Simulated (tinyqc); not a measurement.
# Inputs raised by 10 %, one at a time

Model: electromigration in a confined line: Blech product, Korhonen stress evolution and Black's law. Computed by tinyqc, a small Python program. Command: `OMP_NUM_THREADS=1 python tinyqc.py 3008340 3008341 out.jsonl emigr sens`. One thread of a shared host (Intel(R) Xeon(R) Processor @ 2.30GHz), about 0.02 s of CPU time with the checks.

The electron wind pushes atoms from the cathode (x = 0) to the anode (x = L); blocking ends build a back stress (tension positive). The input rho is taken not to change with temperature. d sigma/dt = d/dx [kappa (d sigma/dx + G)], with zero flux at both ends and sigma = 0 at t = 0.

Inputs (values chosen for the exercise, close to those used for cobalt lines):
```
quantity                            value          unit
resistivity rho                      10.2  micro-ohm cm
atomic volume Omega                  11.1    angstrom^3
effective charge number Z*            1.6             -
prefactor D0                        6e-07         m^2/s
activation energy E                  1.31            eV
effective modulus B                    60           GPa
critical stress sigma_c               410           MPa
current density j                     3.1       MA/cm^2
line length L                          43            um
test temperature T                    330             C
time as a fraction of L^2/kappa, s  0.019             -
```

Start: stress-free.

Constants: e = 1.602176634e-19 C; k_B = 8.617333262e-05 eV/K; k_B = 1.380649e-23 J/K.

Method:
- G = Z* e rho j/Omega; D = D0 exp(-E/(k_B T)); kappa = D B Omega/(k_B T); drift velocity of an unconfined line v = D Z* e rho j/(k_B T). SI: 1 micro-ohm cm = 1e-8 ohm m, 1 MA/cm^2 = 1e10 A/m^2.
- Temperatures in kelvin are T(C) + 273.15.
- At steady state sigma(x) = G (L/2 - x). A void forms only if the cathode stress reaches sigma_c, that is if j L exceeds (j L)_c = 2 Omega (sigma_c)/(Z* e rho). Time scale tau = L^2/kappa.
- sigma(x, t) = G L [1/2 - x/L - 4 sum_(m odd) cos(m pi x/L) exp(-m^2 pi^2 s)/(m pi)^2], s = t/tau, summed to m = 399.
- The terms at x = 0 are 4 exp(-m^2 pi^2 s)/(m pi)^2; tau = L^2/kappa.
- Solve sigma(0, t) = sigma_c for s; the semi-infinite estimate is t = (pi/kappa) ((sigma_c)/(2 G))^2.

Runs; columns: (1) input moved; (2) from; (3) to; (4) nucleation time (h); (5) critical product (j L)_c (A/cm); (6) cathode stress at time s (MPa); (7) drift velocity (nm/h):
```
(1)                               (2)      (3)     (4)     (5)     (6)     (7)
base run                            -        -   12.66  3481.0  488.39  2.3806
resistivity rho (micro-ohm cm)   10.2    11.22   10.46  3164.6  537.23  2.6187
effective charge number Z*        1.6     1.76   10.46  3164.6  537.23  2.6187
prefactor D0 (m^2/s)            6e-07  6.6e-07   11.51  3481.0  488.39  2.6187
activation energy E (eV)         1.31    1.441  157.38  3481.0  488.39  0.1915
current density j (MA/cm^2)       3.1     3.41   10.46  3481.0  537.23  2.6187
line length L (um)                 43     47.3   12.66  3481.0  537.23  2.3806
```

Exponents ln(y'/y) / ln(x'/x):
```
input                       nucleation time  critical product (j L)_c  cathode stress at time s  drift velocity
resistivity rho                      -2.000                        -1                         1           1.000
effective charge number Z*           -2.000                        -1                         1           1.000
prefactor D0                         -1.000                         0                         0           1.000
activation energy E                  26.444                         0                         0         -26.444
current density j                    -2.000                         0                         1           1.000
line length L                         0.000                         0                         1           0.000
```

Among the inputs moved here: nucleation time answers most in size to activation energy E (exponent +26.444), next to resistivity rho (-2.000); its exponent is below 0.0005 for line length L. Its exponent -1.000 in prefactor D0: all times scale as 1/kappa. Its exponent -2.000 in current density j: nucleation in a long line: the stress grows as j sqrt(t). Critical product (j L)_c answers most in size to resistivity rho (exponent -1.000), and about equally to effective charge number Z* (-1.000); its exponent is below 0.0005 for prefactor D0, activation energy E, current density j, line length L. Its exponent -1.000 in resistivity rho: the field is rho j. Its exponent -1.000 in effective charge number Z*: a stronger wind needs less current. Cathode stress at time s answers most in size to resistivity rho (exponent +1.000), and about equally to effective charge number Z* (+1.000), line length L (+1.000), current density j (+1.000); its exponent is below 0.0005 for prefactor D0, activation energy E. drift velocity answers most in size to activation energy E (exponent -26.444), next to resistivity rho (+1.000); its exponent is below 0.0005 for line length L.

Caution (all rows): the stress exceeds sigma_c: a void would already have formed and relaxed it, so the value is formal.
